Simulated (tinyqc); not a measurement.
Inside a calculation. Method: MP2 on RHF in the sto-3g basis, for H6, spin multiplicity 1. Computed by tinyqc, a small Python program that keeps every step (integrals from PySCF). Settings: charge = 0, multiplicity = 1, basis = sto-3g, method = RHF, energy threshold = 1e-10, iteration cap = 61, orthogonalisation = symmetric, start = atomic densities, DIIS depth = 6. Command: `OMP_NUM_THREADS=1 python tinyqc.py 20181 20182 out.jsonl` (the two numbers bound the seeds that draw the settings). One thread of a shared host (Intel(R) Xeon(R) Processor @ 2.60GHz), about 0.1 s of CPU time with the checks. The early iterations of the SCF are left out here.

## One-electron integrals

Geometry (angstrom):
```
atom         x         y         z
H     0.000000  0.000000  0.000000
H     0.000000  0.000000  0.734000
H     0.000000  0.000000  1.955000
H     0.000000  0.000000  2.689000
H     0.000000  0.000000  3.911000
H     0.000000  0.000000  4.645000
```

Basis sto-3g: exponents (1/bohr^2) and contraction coefficients of normalised primitives:
```
element  l (shell)  exponent  coefficient
H            s (1)  3.425251     0.154329
H            s (1)  0.623914     0.535328
H            s (1)  0.168855     0.444635
```

Overlap, kinetic and nuclear-attraction integrals over the contracted functions; the nuclear repulsion is the sum of Za Zb / Rab.

nuclear repulsion = 5.05633911 hartree

overlap S, order 1H 1s, 2H 1s, 3H 1s, 4H 1s, 5H 1s, 6H 1s:
$$\begin{pmatrix}
1.000000 & 0.663800 & 0.128297 & 0.034439 & 0.002218 & 0.000308 \\
0.663800 & 1.000000 & 0.376576 & 0.128297 & 0.012478 & 0.002218 \\
0.128297 & 0.376576 & 1.000000 & 0.663800 & 0.128089 & 0.034372 \\
0.034439 & 0.128297 & 0.663800 & 1.000000 & 0.376083 & 0.128089 \\
0.002218 & 0.012478 & 0.128089 & 0.376083 & 1.000000 & 0.663800 \\
0.000308 & 0.002218 & 0.034372 & 0.128089 & 0.663800 & 1.000000
\end{pmatrix}$$

kinetic energy T (hartree), order 1H 1s, 2H 1s, 3H 1s, 4H 1s, 5H 1s, 6H 1s:
$$\begin{pmatrix}
0.760032 & 0.240555 & -0.009504 & -0.009302 & -0.001426 & -0.000280 \\
0.240555 & 0.760032 & 0.048342 & -0.009504 & -0.005202 & -0.001426 \\
-0.009504 & 0.048342 & 0.760032 & 0.240555 & -0.009519 & -0.009294 \\
-0.009302 & -0.009504 & 0.240555 & 0.760032 & 0.048135 & -0.009519 \\
-0.001426 & -0.005202 & -0.009519 & 0.048135 & 0.760032 & 0.240555 \\
-0.000280 & -0.001426 & -0.009294 & -0.009519 & 0.240555 & 0.760032
\end{pmatrix}$$

nuclear attraction V (hartree), order 1H 1s, 2H 1s, 3H 1s, 4H 1s, 5H 1s, 6H 1s:
$$\begin{pmatrix}
-2.601475 & -1.763320 & -0.318740 & -0.084741 & -0.005278 & -0.000731 \\
-1.763320 & -2.885164 & -0.988888 & -0.332009 & -0.030397 & -0.005277 \\
-0.318740 & -0.988888 & -3.050425 & -1.956332 & -0.331403 & -0.084557 \\
-0.084741 & -0.332009 & -1.956332 & -3.050171 & -0.987295 & -0.318150 \\
-0.005278 & -0.030397 & -0.331403 & -0.987295 & -2.884698 & -1.763114 \\
-0.000731 & -0.005277 & -0.084557 & -0.318150 & -1.763114 & -2.601264
\end{pmatrix}$$

core Hamiltonian H = T + V (hartree), order 1H 1s, 2H 1s, 3H 1s, 4H 1s, 5H 1s, 6H 1s:
$$\begin{pmatrix}
-1.841443 & -1.522764 & -0.328245 & -0.094043 & -0.006704 & -0.001011 \\
-1.522764 & -2.125132 & -0.940546 & -0.341513 & -0.035599 & -0.006703 \\
-0.328245 & -0.940546 & -2.290394 & -1.715776 & -0.340922 & -0.093851 \\
-0.094043 & -0.341513 & -1.715776 & -2.290139 & -0.939159 & -0.327669 \\
-0.006704 & -0.035599 & -0.340922 & -0.939159 & -2.124666 & -1.522559 \\
-0.001011 & -0.006703 & -0.093851 & -0.327669 & -1.522559 & -1.841232
\end{pmatrix}$$

## Two-electron integrals

Functions are numbered as in S; the eight-fold symmetry (ij|kl) = (ji|kl) = (kl|ij) leaves the list below.

Two-electron integrals (ij|kl) in chemists' order, unique and non-zero (hartree):
```
(11|11) 0.774606   (21|11) 0.448018   (21|21) 0.301586   (22|11) 0.572254
(22|21) 0.448018   (22|22) 0.774606   (31|11) 0.060812   (31|21) 0.045132
(31|22) 0.075436   (31|31) 0.008550   (32|11) 0.145103   (32|21) 0.118504
(32|22) 0.219229   (32|31) 0.026027   (32|32) 0.085937   (33|11) 0.269599
(33|21) 0.219228   (33|22) 0.412139   (33|31) 0.060812   (33|32) 0.219229
(33|33) 0.774606   (41|11) 0.013450   (41|21) 0.010306   (41|22) 0.017781
(41|31) 0.002133   (41|32) 0.006769   (41|33) 0.017781   (41|41) 0.000561
(42|11) 0.040881   (42|21) 0.033079   (42|22) 0.060812   (42|31) 0.007727
(42|32) 0.026027   (42|33) 0.075436   (42|41) 0.002133   (42|42) 0.008550
(43|11) 0.151828   (43|21) 0.120116   (43|22) 0.219228   (43|31) 0.033079
(43|32) 0.118504   (43|33) 0.448018   (43|41) 0.010306   (43|42) 0.045132
(43|43) 0.301586   (44|11) 0.196751   (44|21) 0.151828   (44|22) 0.269599
(44|31) 0.040881   (44|32) 0.145103   (44|33) 0.572254   (44|41) 0.013450
(44|42) 0.060812   (44|43) 0.448018   (44|44) 0.774606   (51|11) 0.000616
(51|21) 0.000487   (51|22) 0.000876   (51|31) 0.000117   (51|32) 0.000394
(51|33) 0.001201   (51|41) 0.000033   (51|42) 0.000135   (51|43) 0.000753
(51|44) 0.001061   (51|51) 2.22e-06   (52|11) 0.002959   (52|21) 0.002344
(52|22) 0.004253   (52|31) 0.000589   (52|32) 0.002027   (52|33) 0.006589
(52|41) 0.000174   (52|42) 0.000730   (52|43) 0.004378   (52|44) 0.006590
(52|51) 0.000012   (52|52) 0.000071   (53|11) 0.023574   (53|21) 0.018059
(53|22) 0.031804   (53|31) 0.004712   (53|32) 0.016440   (53|33) 0.060698
(53|41) 0.001491   (53|42) 0.006555   (53|43) 0.045049   (53|44) 0.075300
(53|51) 0.000117   (53|52) 0.000729   (53|53) 0.008521   (54|11) 0.060714
(54|21) 0.045567   (54|22) 0.078379   (54|31) 0.011465   (54|32) 0.039329
(54|33) 0.144872   (54|41) 0.003695   (54|42) 0.016445   (54|43) 0.118314
(54|44) 0.218876   (54|51) 0.000306   (54|52) 0.002025   (54|53) 0.025946
(54|54) 0.085691   (55|11) 0.135305   (55|21) 0.099325   (55|22) 0.166561
(55|31) 0.023608   (55|32) 0.078465   (55|33) 0.269465   (55|41) 0.007354
(55|42) 0.031848   (55|43) 0.219102   (55|44) 0.411869   (55|51) 0.000616
(55|52) 0.004253   (55|53) 0.060698   (55|54) 0.218876   (55|55) 0.774606
(61|11) 0.000071   (61|21) 0.000056   (61|22) 0.000100   (61|31) 0.000014
(61|32) 0.000049   (61|33) 0.000163   (61|41) 4.24e-06   (61|42) 0.000018
(61|43) 0.000109   (61|44) 0.000163   (61|51) 3.03e-07   (61|52) 1.75e-06
(61|53) 0.000018   (61|54) 0.000049   (61|55) 0.000100   (61|61) 4.34e-08
(62|11) 0.000447   (62|21) 0.000346   (62|22) 0.000616   (62|31) 0.000089
(62|32) 0.000306   (62|33) 0.001061   (62|41) 0.000027   (62|42) 0.000117
(62|43) 0.000753   (62|44) 0.001201   (62|51) 2.04e-06   (62|52) 0.000012
(62|53) 0.000135   (62|54) 0.000394   (62|55) 0.000876   (62|61) 3.03e-07
(62|62) 2.22e-06   (63|11) 0.005632   (63|21) 0.004245   (63|22) 0.007341
(63|31) 0.001075   (63|32) 0.003692   (63|33) 0.013420   (63|41) 0.000340
(63|42) 0.001490   (63|43) 0.010283   (63|44) 0.017743   (63|51) 0.000027
(63|52) 0.000173   (63|53) 0.002125   (63|54) 0.006746   (63|55) 0.017743
(63|61) 4.23e-06   (63|62) 0.000033   (63|63) 0.000559   (64|11) 0.018721
(64|21) 0.013887   (64|22) 0.023574   (64|31) 0.003395   (64|32) 0.011462
(64|33) 0.040805   (64|41) 0.001075   (64|42) 0.004712   (64|43) 0.033017
(64|44) 0.060698   (64|51) 0.000088   (64|52) 0.000588   (64|53) 0.007701
(64|54) 0.025946   (64|55) 0.075300   (64|61) 0.000014   (64|62) 0.000117
(64|63) 0.002125   (64|64) 0.008521   (65|11) 0.082229   (65|21) 0.059827
(65|22) 0.099325   (65|31) 0.013907   (65|32) 0.045618   (65|33) 0.151763
(65|41) 0.004253   (65|42) 0.018084   (65|43) 0.120056   (65|44) 0.219102
(65|51) 0.000346   (65|52) 0.002344   (65|53) 0.033017   (65|54) 0.118314
(65|55) 0.448018   (65|61) 0.000056   (65|62) 0.000487   (65|63) 0.010283
(65|64) 0.045049   (65|65) 0.301586   (66|11) 0.113924   (66|21) 0.082229
(66|22) 0.135305   (66|31) 0.018748   (66|32) 0.060784   (66|33) 0.196678
(66|41) 0.005642   (66|42) 0.023608   (66|43) 0.151763   (66|44) 0.269465
(66|51) 0.000447   (66|52) 0.002959   (66|53) 0.040805   (66|54) 0.144872
(66|55) 0.572254   (66|61) 0.000071   (66|62) 0.000616   (66|63) 0.013420
(66|64) 0.060698   (66|65) 0.448018   (66|66) 0.774606
```

## Orthogonalisation

S = U s U^T; symmetric (Loewdin) form X = U s^(-1/2) U^T, so that X^T S X = 1.

eigenvalues of S: [0.202363, 0.292851, 0.422812, 1.226848, 1.698237, 2.156888]

X, order 1H 1s, 2H 1s, 3H 1s, 4H 1s, 5H 1s, 6H 1s:
$$\begin{pmatrix}
1.261384 & -0.506329 & 0.073489 & -0.021402 & 0.002635 & -0.000829 \\
-0.506329 & 1.353116 & -0.300582 & 0.076868 & -0.007633 & 0.002636 \\
0.073489 & -0.300582 & 1.365716 & -0.539840 & 0.076789 & -0.021390 \\
-0.021402 & 0.076868 & -0.539840 & 1.365452 & -0.300125 & 0.073405 \\
0.002635 & -0.007633 & 0.076789 & -0.300125 & 1.352827 & -0.506250 \\
-0.000829 & 0.002636 & -0.021390 & 0.073405 & -0.506250 & 1.261358
\end{pmatrix}$$

## Iteration 7 (converged): orbitals

converged F (hartree), order 1H 1s, 2H 1s, 3H 1s, 4H 1s, 5H 1s, 6H 1s:
$$\begin{pmatrix}
-0.372695 & -0.604884 & -0.155251 & -0.036721 & -0.001844 & -0.002936 \\
-0.604884 & -0.420863 & -0.313882 & -0.155525 & -0.019087 & -0.001846 \\
-0.155251 & -0.313882 & -0.427690 & -0.615522 & -0.155268 & -0.036652 \\
-0.036721 & -0.155525 & -0.615522 & -0.427546 & -0.313425 & -0.154994 \\
-0.001844 & -0.019087 & -0.155268 & -0.313425 & -0.420702 & -0.604857 \\
-0.002936 & -0.001846 & -0.036652 & -0.154994 & -0.604857 & -0.372682
\end{pmatrix}$$

Diagonalise F' = X^T F X, C = X C', fill 3 alpha and 3 beta electrons from the bottom; D = 2 C_occ C_occ^T. Each column has its largest component positive (the first on a tie).

F' = X^T F X (hartree):
$$\begin{pmatrix}
0.064397 & -0.666175 & 0.085144 & -0.016880 & 0.005412 & -0.005843 \\
-0.666175 & 0.128597 & -0.328731 & 0.089887 & -0.010919 & 0.005414 \\
0.085144 & -0.328731 & 0.143120 & -0.706517 & 0.089817 & -0.016906 \\
-0.016880 & 0.089887 & -0.706517 & 0.142947 & -0.328237 & 0.085069 \\
0.005412 & -0.010919 & 0.089817 & -0.328237 & 0.128401 & -0.666096 \\
-0.005843 & 0.005414 & -0.016906 & 0.085069 & -0.666096 & 0.064369
\end{pmatrix}$$

orbital energies (hartree): MO1 -0.701247, MO2 -0.601587, MO3 -0.471574, MO4 0.457648, MO5 0.785457, MO6 1.203134

coefficients C, order 1H 1s, 2H 1s, 3H 1s, 4H 1s, 5H 1s, 6H 1s:
$$\begin{pmatrix}
0.195137 & -0.367060 & -0.375855 & 0.669962 & -0.861832 & 0.589610 \\
0.254618 & -0.394341 & -0.291977 & -0.486081 & 0.951836 & -0.857766 \\
0.359899 & -0.067313 & 0.428081 & -0.705641 & -0.232999 & 1.178635 \\
0.359701 & 0.067646 & 0.428223 & 0.705829 & -0.233873 & -1.177918 \\
0.253964 & 0.395004 & -0.291620 & 0.485890 & 0.952865 & 0.856071 \\
0.194660 & 0.367700 & -0.375431 & -0.669594 & -0.862786 & -0.588530
\end{pmatrix}$$

D after iteration 7, order 1H 1s, 2H 1s, 3H 1s, 4H 1s, 5H 1s, 6H 1s:
$$\begin{pmatrix}
0.628158 & 0.608347 & -0.131918 & -0.231179 & 0.028348 & 0.088250 \\
0.608347 & 0.611171 & -0.013618 & -0.120242 & -0.011913 & 0.028364 \\
-0.131918 & -0.013618 & 0.634625 & 0.616434 & -0.120049 & -0.230816 \\
-0.231179 & -0.120242 & 0.616434 & 0.634671 & -0.013613 & -0.131751 \\
0.028348 & -0.011913 & -0.120049 & -0.013613 & 0.611137 & 0.608326 \\
0.088250 & 0.028364 & -0.230816 & -0.131751 & 0.608326 & 0.628089
\end{pmatrix}$$

## Convergence

Stop when the energy changes by less than 1e-10 hartree and every element of the error matrix X^T (F D S - S D F) X is below 3e-06.

Course of the cycle:
```
iteration  E (hartree)     change  largest element of the error matrix
1          -2.57177739          -                             4.56e-02
2          -3.29550760  -7.24e-01                             4.29e-02
3          -3.29706831  -1.56e-03                             3.41e-02
4          -3.29962228  -2.55e-03                             2.81e-03
5          -3.29963802  -1.57e-05                             1.64e-04
6          -3.29963808  -5.93e-08                             6.25e-06
7          -3.29963808  -8.28e-11                             1.62e-07
```

PySCF RHF in the same basis = -3.29963808 hartree

Converged in 7 iterations.

## Integrals over molecular orbitals

(pq|rs) = sum C_ip C_jq C_kr C_ls (ij|kl), one index at a time.

one-electron integrals over orbitals h = C^T H C (hartree):
$$\begin{pmatrix}
-2.346963 & 0.000060 & -0.144056 & 0.000233 & -0.076915 & 0.000049 \\
0.000060 & -2.119094 & -0.000151 & -0.163314 & -0.000148 & -0.066182 \\
-0.144056 & -0.000151 & -2.115513 & -0.000088 & 0.150914 & -0.000179 \\
0.000233 & -0.163314 & -0.000088 & -1.615350 & 0.000180 & 0.157943 \\
-0.076915 & -0.000148 & 0.150914 & 0.000180 & -1.272204 & 0.000030 \\
0.000049 & -0.066182 & -0.000179 & 0.157943 & 0.000030 & -1.111781
\end{pmatrix}$$

Two-electron integrals over orbitals (pq|rs), unique and non-zero (hartree):
```
(11|11) 0.426685    (21|11) -0.000220   (21|21) 0.130690    (22|11) 0.338686
(22|21) 0.000294    (22|22) 0.403875    (31|11) 0.083733    (31|21) 0.000196
(31|22) -0.058700   (31|31) 0.133631    (32|11) 0.000275    (32|21) -0.129478
(32|22) -0.000370   (32|31) -0.000089   (32|32) 0.147839    (33|11) 0.402990
(33|21) -0.000112   (33|22) 0.357394    (33|31) 0.048245    (33|32) 0.000168
(33|33) 0.404641    (41|11) -0.000137   (41|21) 0.034617    (41|22) 0.000038
(41|31) -0.000019   (41|32) 0.001865    (41|33) -0.000005   (41|41) 0.079289
(42|11) 0.054533    (42|21) 0.000026    (42|22) -0.003550   (42|31) 0.048469
(42|32) 0.000041    (42|33) 0.016721    (42|41) -0.000017   (42|42) 0.068244
(43|11) -0.000055   (43|21) 0.059210    (43|22) 0.000125    (43|31) 0.000136
(43|32) -0.058972   (43|33) -0.000031   (43|41) 0.014949    (43|42) 0.000045
(43|43) 0.071638    (44|11) 0.399308    (44|21) -0.000056   (44|22) 0.356303
(44|31) 0.042269    (44|32) 0.000095    (44|33) 0.390473    (44|41) -0.000032
(44|42) 0.025776    (44|43) -4.50e-06   (44|44) 0.405388    (51|11) 0.008528
(51|21) -0.000037   (51|22) 0.026022    (51|31) -0.021977   (51|32) -4.86e-06
(51|33) -0.008611   (51|41) -0.000095   (51|42) 0.038787    (51|43) 0.000010
(51|44) 0.002248    (51|51) 0.046971    (52|11) -0.000006   (52|21) 0.020202
(52|22) 0.000067    (52|31) -3.49e-08   (52|32) 0.004354    (52|33) 0.000016
(52|41) 0.054960    (52|42) 0.000139    (52|43) -0.037098   (52|44) 0.000016
(52|51) 0.000045    (52|52) 0.086364    (53|11) -0.064465   (53|21) -0.000031
(53|22) -0.003320   (53|31) -0.053767   (53|32) -0.000025   (53|33) -0.032968
(53|41) 0.000036    (53|42) -0.064627   (53|43) -0.000071   (53|44) -0.027472
(53|51) -0.032997   (53|52) -0.000096   (53|53) 0.069901    (54|11) -0.000288
(54|21) 0.129887    (54|22) 0.000356    (54|31) 0.000082    (54|32) -0.141150
(54|33) -0.000172   (54|41) 0.008056    (54|42) -0.000035   (54|43) 0.060586
(54|44) -0.000109   (54|51) 2.31e-06    (54|52) -0.001285   (54|53) 0.000026
(54|54) 0.152691    (55|11) 0.354322    (55|21) 0.000181    (55|22) 0.406681
(55|31) -0.046679   (55|32) -0.000239   (55|33) 0.369445    (55|41) 0.000020
(55|42) 0.002350    (55|43) 0.000082    (55|44) 0.378949    (55|51) 0.026547
(55|52) 0.000062    (55|53) -0.007095   (55|54) 0.000247    (55|55) 0.432389
(61|11) 0.000013    (61|21) -0.002025   (61|22) -0.000039   (61|31) 0.000061
(61|32) -0.012514   (61|33) -3.03e-06   (61|41) -0.028667   (61|42) -0.000047
(61|43) -0.049360   (61|44) 2.10e-06    (61|51) -0.000055   (61|52) 0.029495
(61|53) 0.000059    (61|54) 0.009208    (61|55) -0.000045   (61|61) 0.064759
(62|11) 0.015652    (62|21) -0.000019   (62|22) 0.032345    (62|31) -0.019177
(62|32) -0.000010   (62|33) 0.004317    (62|41) -0.000062   (62|42) 0.035189
(62|43) -1.18e-06   (62|44) 0.002515    (62|51) 0.042531    (62|52) 0.000082
(62|53) -0.037028   (62|54) 0.000009    (62|55) 0.031557    (62|61) -0.000043
(62|62) 0.044732    (63|11) 0.000143    (63|21) -0.039584   (63|22) -0.000041
(63|31) -2.17e-06   (63|32) 0.008126    (63|33) 0.000027    (63|41) -0.076003
(63|42) 0.000008    (63|43) -0.018482   (63|44) 0.000021    (63|51) 0.000091
(63|52) -0.054611   (63|53) -0.000034   (63|54) -0.008129   (63|55) -0.000021
(63|61) 0.029033    (63|62) 0.000069    (63|63) 0.082332    (64|11) -0.085333
(64|21) -0.000133   (64|22) 0.050012    (64|31) -0.126623   (64|32) 0.000025
(64|33) -0.049631   (64|41) 0.000027    (64|42) -0.050277   (64|43) -0.000110
(64|44) -0.047828   (64|51) 0.018423    (64|52) 1.02e-07    (64|53) 0.053920
(64|54) -0.000026   (64|55) 0.049721    (64|61) -0.000054   (64|62) 0.017987
(64|63) -0.000011   (64|64) 0.136066    (65|11) -0.000215   (65|21) 0.132255
(65|22) 0.000304    (65|31) 0.000201    (65|32) -0.132532   (65|33) -0.000107
(65|41) 0.035923    (65|42) 0.000028    (65|43) 0.062372    (65|44) -0.000050
(65|51) -0.000039   (65|52) 0.021305    (65|53) -0.000035   (65|54) 0.139358
(65|55) 0.000203    (65|61) -0.003415   (65|62) -0.000021   (65|63) -0.044368
(65|64) -0.000152   (65|65) 0.148331    (66|11) 0.457423    (66|21) -0.000175
(66|22) 0.361378    (66|31) 0.092905    (66|32) 0.000241    (66|33) 0.434569
(66|41) -0.000134   (66|42) 0.061760    (66|43) -0.000031   (66|44) 0.438791
(66|51) 0.009868    (66|52) 0.000006    (66|53) -0.074372   (66|54) -0.000263
(66|55) 0.389274    (66|61) 0.000014    (66|62) 0.018601    (66|63) 0.000146
(66|64) -0.101765   (66|65) -0.000185   (66|66) 0.519263
```

## Second-order Moller-Plesset energy

Hartree-Fock energy = -3.29963808 hartree

E2 = sum_ijab (ia|jb) [2 (ia|jb) - (ib|ja)] / (e_i + e_j - e_a - e_b) over occupied i, j and virtual a, b; the opposite-spin part is (ia|jb)^2 / denominator, the rest is same-spin, and SCS-MP2 scales them by 6/5 and 1/3.

Terms (the 40 largest of 81):
```
i  j  a  b    (ia|jb)    (ib|ja)  denominator       term
3  3  4  4   0.071638   0.071638    -1.858443  -0.002761
3  1  6  4  -0.076003  -0.049360    -2.833602  -0.002753
1  3  4  6  -0.076003  -0.049360    -2.833602  -0.002753
1  1  4  4   0.079289   0.079289    -2.317788  -0.002712
2  2  5  5   0.086364   0.086364    -2.774087  -0.002689
2  3  4  5  -0.064627  -0.037098    -2.316265  -0.002571
3  2  5  4  -0.064627  -0.037098    -2.316265  -0.002571
2  2  4  4   0.068244   0.068244    -2.118469  -0.002198
3  3  6  6   0.082332   0.082332    -3.349415  -0.002024
3  3  5  5   0.069901   0.069901    -2.514061  -0.001944
1  2  4  5   0.054960   0.038787    -2.545938  -0.001536
2  1  5  4   0.054960   0.038787    -2.545938  -0.001536
3  2  6  5  -0.054611  -0.037028    -3.061751  -0.001288
2  3  5  6  -0.054611  -0.037028    -3.061751  -0.001288
1  1  6  6   0.064759   0.064759    -3.808761  -0.001101
1  1  5  5   0.046971   0.046971    -2.973406  -0.000742
1  2  5  6   0.042531   0.029495    -3.291424  -0.000718
2  1  6  5   0.042531   0.029495    -3.291424  -0.000718
2  2  6  6   0.044732   0.044732    -3.609441  -0.000554
2  2  6  4   0.035189   0.035189    -2.863955  -0.000432
2  2  4  6   0.035189   0.035189    -2.863955  -0.000432
1  3  5  5  -0.032997  -0.032997    -2.743734  -0.000397
3  1  5  5  -0.032997  -0.032997    -2.743734  -0.000397
3  1  4  6  -0.049360  -0.076003    -2.833602  -0.000396
1  3  6  4  -0.049360  -0.076003    -2.833602  -0.000396
1  2  5  4   0.038787   0.054960    -2.545938  -0.000345
2  1  4  5   0.038787   0.054960    -2.545938  -0.000345
1  1  6  4  -0.028667  -0.028667    -3.063275  -0.000268
1  1  4  6  -0.028667  -0.028667    -3.063275  -0.000268
3  1  6  6   0.029033   0.029033    -3.579088  -0.000236
1  3  6  6   0.029033   0.029033    -3.579088  -0.000236
2  3  6  5  -0.037028  -0.054611    -3.061751  -0.000235
3  2  5  6  -0.037028  -0.054611    -3.061751  -0.000235
2  3  5  4  -0.037098  -0.064627    -2.316265  -0.000153
3  2  4  5  -0.037098  -0.064627    -2.316265  -0.000153
2  1  5  6   0.029495   0.042531    -3.291424  -0.000147
1  2  6  5   0.029495   0.042531    -3.291424  -0.000147
3  3  6  4  -0.018482  -0.018482    -2.603929  -0.000131
3  3  4  6  -0.018482  -0.018482    -2.603929  -0.000131
3  1  4  4   0.014949   0.014949    -2.088116  -0.000107
```

Pair energies (hartree; pair i-j sums ij and ji):
```
pair  opposite spin  same spin
1-1       -0.005092          0
2-1       -0.005182  -0.000309
2-2       -0.006306          0
3-1       -0.007276  -0.000501
3-2       -0.007639  -0.000856
3-3       -0.006991          0
```

MP2 correlation energy = -0.04015209 hartree

SCS-MP2 correlation energy = -0.04673855 hartree

MP2 total energy = -3.33979017 hartree
